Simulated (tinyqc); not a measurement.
Leakage through a gate insulator: direct, Fowler-Nordheim, trap-assisted and Poole-Frenkel currents. Thickness at fixed voltage. Computed by tinyqc, a small Python program. Command: `OMP_NUM_THREADS=1 python tinyqc.py 3002386 3002387 out.jsonl oxideleak sweep`. One thread of a shared host (Intel(R) Xeon(R) Processor @ 2.30GHz), about 0.01 s of CPU time with the checks.

Electrons enter from the cathode Fermi level at x = 0; the conduction band of the insulator lies phi_b - e F x above it, F = V/t. WKB exponents use a parabolic band with mass m.

Inputs (values chosen for the exercise, with an insulator like SiO2):
```
quantity,value,unit
barrier phi_b,3.23,eV
tunnelling mass m,0.43,m_0
static constant eps_ox,4.01,-
voltage across the insulator V,1.2,V
trap depth phi_t,2.3,eV
trap density N_t,1.1e+18,cm^-3
attempt rate nu_0,2e+13,1/s
activation of capture E_a,0.26,eV
temperature T,400,K
```

Constants: hbar^2/(2 m_0) = 3.80998212 eV angstrom^2; e = 1.602176634e-19 C; hbar = 1.054571817e-34 J s; k_B = 8.617333262e-05 eV/K.

Method:
- For a level a distance phi(x) below the band, the WKB exponent is 2 int kappa dx with kappa = sqrt(m phi/(hbar^2/2m_0)); for a linear barrier from phi_1 down to phi_2 = max(phi_1 - e F d, 0) it is G = (4/3) sqrt(m/(hbar^2/2m_0)) (phi_1^(3/2) - phi_2^(3/2))/(e F).
- J_tun = e^3 F^2/(16 pi^2 hbar m phi_b) x exp(-G) / [1 - sqrt(phi_2/phi_b)]^2 with the free-electron mass in the cathode (m in m_0), phi_2 = max(phi_b - e V, 0): direct tunnelling for e V < phi_b, Fowler-Nordheim above. Image forces, back-flow and the limit on supply are left out, so J_tun is overstated below about 0.5 V.
- Equivalent oxide thickness = 3.9 t/eps_ox.
- A trap at depth x lies phi_t below the band. Capture: tunnel at the cathode Fermi level from 0 to x (G_in from phi_1 = phi_b), rate nu_0 exp(-G_in - E_c/k_B T) with E_c = E_a + max(phi_b - phi_t - e F x, 0), the last term being the height of the trap above the cathode Fermi level. Emission: tunnel from the trap level to the anode (G_out from phi_1 = phi_t over t - x), rate nu_0 exp(-G_out - E_a/k_B T). Re-emission to the cathode follows from detailed balance, rate_back = rate_in exp(dE/k_B T) with dE = phi_b - phi_t - e F x. Each trap passes R = rate_in rate_out/(rate_in + rate_back + rate_out) electrons per second; filling from the anode is left out.
- J_TAT = e N_t int_0^t R dx by the midpoint rule on 400 intervals; the most effective depth is the midpoint with the largest R, rounded to 0.01 nm.
- J = J_tun + J_TAT (the Poole-Frenkel bound is not added); the ratio J/J_tun is the excess that stress-made traps add.

One run for each value:
```
thickness t (nm),tunnelling current J_tun (A/cm^2),trap-assisted current J_TAT (A/cm^2),field F (MV/cm),J/J_tun
1.2,5.5734e+03,8.4919e-04,10.000,1.0000e+00
1.5,1.3669e+02,7.5222e-05,8.000,1.0000e+00
1.9,1.1007e+00,3.0311e-06,6.316,1.0000e+00
2.4,3.0049e-03,5.9862e-08,5.000,1.0000e+00
3.0,2.8242e-06,6.8879e-10,4.000,1.0002e+00
3.8,2.9383e-10,3.3353e-12,3.158,1.0114e+00
4.8,3.4940e-15,9.7785e-15,2.500,3.7987e+00
6.0,4.8225e-21,1.4494e-17,2.000,3.0065e+03
```

Over the rows, tunnelling current J_tun (A/cm^2) falls from 5570 to 4.82e-21 (exponent d ln y / d ln x -17 between the first rows and -60 between the last); trap-assisted current J_TAT (A/cm^2) falls from 8.49e-4 to 1.45e-17 (exponent d ln y / d ln x -11 between the first rows and -29 between the last); field F (MV/cm) falls from 10.0 to 2.00 (exponent d ln y / d ln x about -1.0 throughout).

Caution (rows 6.00): a current below about 1e-15 A/cm^2 is not measurable.

Extremes, crossings and ranges named in words are read from the listed rows.
